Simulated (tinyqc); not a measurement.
Elastic strain and critical thickness of a cubic alloy layer A(1-x)B(x) on a thick substrate: one step, computed by the program tinyqc. Command: `OMP_NUM_THREADS=1 python tinyqc.py 3017726 3017727 out.jsonl misfit walk`. One thread of a shared host (Intel(R) Xeon(R) Processor @ 2.30GHz), about 0.01 s of CPU time with the checks.

Strain is positive in tension. The layer is coherent with the substrate unless said otherwise.

Problem. Alloy by Vegard's rule, and misfit. a = (1 - x) a_A + x a_B, the same rule for each C_ij; misfit f = (a_S - a)/a, the in-plane strain of the coherent layer.

Inputs (values chosen for the exercise, modelled on Ge(1-x)Si(x) on Ge):

| quantity | value | unit |
|---|---|---|
| fraction x of B | 0.53 | - |
| lattice constant a_A | 5.658 | angstrom |
| lattice constant a_B | 5.431 | angstrom |
| substrate lattice constant a_S | 5.658 | angstrom |

C11, C12, C44 of A (GPa): 128.6  48.4  65.71

C11, C12, C44 of B (GPa): 168.7  63.5  79.69

Give: free lattice constant a; elastic constants; misfit f.

Solution.

free lattice constant a = 5.53769 angstrom

elastic constants (GPa): C11 149.8530, C12 56.4030, C44 73.1194

misfit f = 0.02173

The layer is stretched in the plane by 2.17 %.
